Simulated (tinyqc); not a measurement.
Inside a calculation. Method: UHF in the 6-31g basis, for H4, spin multiplicity 3. This run ends on a higher stationary point, not on the lowest solution. One step of it, computed by the program tinyqc.

Task: Iteration 2: diagonalisation and new density. Diagonalise F' = X^T F X, C = X C', fill 3 alpha and 1 beta electrons from the bottom; D(s) = C_occ C_occ^T. Each column has its largest component positive (the first on a tie).

extrapolated F(alpha) (hartree), order 1H 1s, 1H 2s, 2H 1s, 2H 2s, 3H 1s, 3H 2s, 4H 1s, 4H 2s:
```
[[-0.038501, -0.500691, -0.149036, -0.253783, -0.199715, -0.294737, 0.016822, -0.097170],
 [-0.500691, -0.407418, -0.253783, -0.307275, -0.294737, -0.339046, -0.097170, -0.206382],
 [-0.149036, -0.253783, -0.038501, -0.500691, 0.016822, -0.097170, -0.199715, -0.294737],
 [-0.253783, -0.307275, -0.500691, -0.407418, -0.097170, -0.206382, -0.294737, -0.339046],
 [-0.199715, -0.294737, 0.016822, -0.097170, -0.038501, -0.500691, -0.149036, -0.253783],
 [-0.294737, -0.339046, -0.097170, -0.206382, -0.500691, -0.407418, -0.253783, -0.307275],
 [0.016822, -0.097170, -0.199715, -0.294737, -0.149036, -0.253783, -0.038501, -0.500691],
 [-0.097170, -0.206382, -0.294737, -0.339046, -0.253783, -0.307275, -0.500691, -0.407418]]
```

extrapolated F(beta) (hartree), order 1H 1s, 1H 2s, 2H 1s, 2H 2s, 3H 1s, 3H 2s, 4H 1s, 4H 2s:
```
[[0.326897, -0.235068, -0.132836, -0.198636, -0.161397, -0.214094, -0.068596, -0.152309],
 [-0.235068, -0.177332, -0.198636, -0.232154, -0.214094, -0.238805, -0.152309, -0.230535],
 [-0.132836, -0.198636, 0.326897, -0.235068, -0.068596, -0.152309, -0.161397, -0.214094],
 [-0.198636, -0.232154, -0.235068, -0.177332, -0.152309, -0.230535, -0.214094, -0.238805],
 [-0.161397, -0.214094, -0.068596, -0.152309, 0.326897, -0.235068, -0.132836, -0.198636],
 [-0.214094, -0.238805, -0.152309, -0.230535, -0.235068, -0.177332, -0.198636, -0.232154],
 [-0.068596, -0.152309, -0.161397, -0.214094, -0.132836, -0.198636, 0.326897, -0.235068],
 [-0.152309, -0.230535, -0.214094, -0.238805, -0.198636, -0.232154, -0.235068, -0.177332]]
```

X, order 1H 1s, 1H 2s, 2H 1s, 2H 2s, 3H 1s, 3H 2s, 4H 1s, 4H 2s:
```
[[-0.478947, -0.588069, -0.610143, 0.693976, 0.475235, 0.342809, 0.311354, 0.149294],
 [1.345141, 0.785384, 0.740441, -0.427785, 0.169211, 0.256684, 0.256564, 0.242192],
 [0.478947, -0.588069, 0.610143, 0.693976, -0.475235, 0.342809, -0.311354, 0.149294],
 [-1.345141, 0.785384, -0.740441, -0.427785, -0.169211, 0.256684, -0.256564, 0.242192],
 [0.478947, 0.588069, -0.610143, 0.693976, -0.475235, -0.342809, 0.311354, 0.149294],
 [-1.345141, -0.785384, 0.740441, -0.427785, -0.169211, -0.256684, 0.256564, 0.242192],
 [-0.478947, 0.588069, 0.610143, 0.693976, 0.475235, -0.342809, -0.311354, 0.149294],
 [1.345141, -0.785384, -0.740441, -0.427785, 0.169211, -0.256684, -0.256564, 0.242192]]
```

Give: F' = X^T F X; orbital energies; coefficients C; F' = X^T F X; orbital energies; coefficients C; D(alpha) after iteration 2; D(beta) after iteration 2.

Result:

F' = X^T F X (alpha) (hartree):
```
[[0.7898, 0.0000, 0.0000, 0.0000, -0.3783, 0.0000, 0.0000, 0.0000],
 [0.0000, 0.9156, 0.0000, 0.0000, 0.0000, -0.3043, 0.0000, 0.0000],
 [0.0000, 0.0000, 0.9380, 0.0000, 0.0000, 0.0000, -0.2279, 0.0000],
 [0.0000, 0.0000, 0.0000, 1.0866, 0.0000, 0.0000, 0.0000, -0.1091],
 [-0.3783, 0.0000, 0.0000, 0.0000, 0.2675, 0.0000, 0.0000, 0.0000],
 [0.0000, -0.3043, 0.0000, 0.0000, 0.0000, -0.3020, 0.0000, 0.0000],
 [0.0000, 0.0000, -0.2279, 0.0000, 0.0000, 0.0000, -0.3864, 0.0000],
 [0.0000, 0.0000, 0.0000, -0.1091, 0.0000, 0.0000, 0.0000, -0.6603]]
```

orbital energies (alpha) (hartree): [-0.6671, -0.4246, -0.3738, 0.0689, 0.9761, 0.9874, 0.9884, 1.0934]

coefficients C (alpha), order 1H 1s, 1H 2s, 2H 1s, 2H 2s, 3H 1s, 3H 2s, 4H 1s, 4H 2s:
```
[[0.1921, 0.2064, 0.1986, 0.1982, -0.6531, -0.6511, -0.6449, 0.6834],
 [0.2152, 0.3752, 0.4302, 0.7749, 0.6880, 0.7054, 1.1124, -0.4420],
 [0.1921, -0.2064, 0.1986, -0.1982, 0.6531, -0.6511, 0.6449, 0.6834],
 [0.2152, -0.3752, 0.4302, -0.7749, -0.6880, 0.7054, -1.1124, -0.4420],
 [0.1921, 0.2064, -0.1986, -0.1982, -0.6531, 0.6511, 0.6449, 0.6834],
 [0.2152, 0.3752, -0.4302, -0.7749, 0.6880, -0.7054, -1.1124, -0.4420],
 [0.1921, -0.2064, -0.1986, 0.1982, 0.6531, 0.6511, -0.6449, 0.6834],
 [0.2152, -0.3752, -0.4302, 0.7749, -0.6880, -0.7054, 1.1124, -0.4420]]
```

F' = X^T F X (beta) (hartree):
```
[[0.8329, 0.0000, 0.0000, 0.0000, -0.3890, 0.0000, 0.0000, 0.0000],
 [0.0000, 0.9829, 0.0000, 0.0000, 0.0000, -0.3255, 0.0000, 0.0000],
 [0.0000, 0.0000, 1.0035, 0.0000, 0.0000, 0.0000, -0.2725, 0.0000],
 [0.0000, 0.0000, 0.0000, 1.1877, 0.0000, 0.0000, 0.0000, 0.0158],
 [-0.3890, 0.0000, 0.0000, 0.0000, 0.5227, 0.0000, 0.0000, 0.0000],
 [0.0000, -0.3255, 0.0000, 0.0000, 0.0000, 0.1677, 0.0000, 0.0000],
 [0.0000, 0.0000, -0.2725, 0.0000, 0.0000, 0.0000, 0.0918, 0.0000],
 [0.0000, 0.0000, 0.0000, 0.0158, 0.0000, 0.0000, 0.0000, -0.4408]]
```

orbital energies (beta) (hartree): [-0.4410, 0.0165, 0.0537, 0.2590, 1.0787, 1.0966, 1.0970, 1.1879]

coefficients C (beta), order 1H 1s, 1H 2s, 2H 1s, 2H 2s, 3H 1s, 3H 2s, 4H 1s, 4H 2s:
```
[[0.1426, 0.1377, 0.1291, 0.1247, 0.6710, -0.6631, 0.6683, 0.6954],
 [0.2463, 0.4444, 0.5019, 0.8948, -0.6454, 1.0185, -0.6564, -0.4254],
 [0.1426, -0.1377, 0.1291, -0.1247, -0.6710, 0.6631, 0.6683, 0.6954],
 [0.2463, -0.4444, 0.5019, -0.8948, 0.6454, -1.0185, -0.6564, -0.4254],
 [0.1426, 0.1377, -0.1291, -0.1247, 0.6710, 0.6631, -0.6683, 0.6954],
 [0.2463, 0.4444, -0.5019, -0.8948, -0.6454, -1.0185, 0.6564, -0.4254],
 [0.1426, -0.1377, -0.1291, 0.1247, -0.6710, -0.6631, -0.6683, 0.6954],
 [0.2463, -0.4444, -0.5019, 0.8948, 0.6454, 1.0185, 0.6564, -0.4254]]
```

D(alpha) after iteration 2, order 1H 1s, 1H 2s, 2H 1s, 2H 2s, 3H 1s, 3H 2s, 4H 1s, 4H 2s:
```
[[0.1190, 0.2042, 0.0337, 0.0493, 0.0401, 0.0334, -0.0451, -0.1215],
 [0.2042, 0.3722, 0.0493, 0.0906, 0.0334, 0.0020, -0.1215, -0.2796],
 [0.0337, 0.0493, 0.1190, 0.2042, -0.0451, -0.1215, 0.0401, 0.0334],
 [0.0493, 0.0906, 0.2042, 0.3722, -0.1215, -0.2796, 0.0334, 0.0020],
 [0.0401, 0.0334, -0.0451, -0.1215, 0.1190, 0.2042, 0.0337, 0.0493],
 [0.0334, 0.0020, -0.1215, -0.2796, 0.2042, 0.3722, 0.0493, 0.0906],
 [-0.0451, -0.1215, 0.0401, 0.0334, 0.0337, 0.0493, 0.1190, 0.2042],
 [-0.1215, -0.2796, 0.0334, 0.0020, 0.0493, 0.0906, 0.2042, 0.3722]]
```

D(beta) after iteration 2, order 1H 1s, 1H 2s, 2H 1s, 2H 2s, 3H 1s, 3H 2s, 4H 1s, 4H 2s:
```
[[0.0203, 0.0351, 0.0203, 0.0351, 0.0203, 0.0351, 0.0203, 0.0351],
 [0.0351, 0.0607, 0.0351, 0.0607, 0.0351, 0.0607, 0.0351, 0.0607],
 [0.0203, 0.0351, 0.0203, 0.0351, 0.0203, 0.0351, 0.0203, 0.0351],
 [0.0351, 0.0607, 0.0351, 0.0607, 0.0351, 0.0607, 0.0351, 0.0607],
 [0.0203, 0.0351, 0.0203, 0.0351, 0.0203, 0.0351, 0.0203, 0.0351],
 [0.0351, 0.0607, 0.0351, 0.0607, 0.0351, 0.0607, 0.0351, 0.0607],
 [0.0203, 0.0351, 0.0203, 0.0351, 0.0203, 0.0351, 0.0203, 0.0351],
 [0.0351, 0.0607, 0.0351, 0.0607, 0.0351, 0.0607, 0.0351, 0.0607]]
```
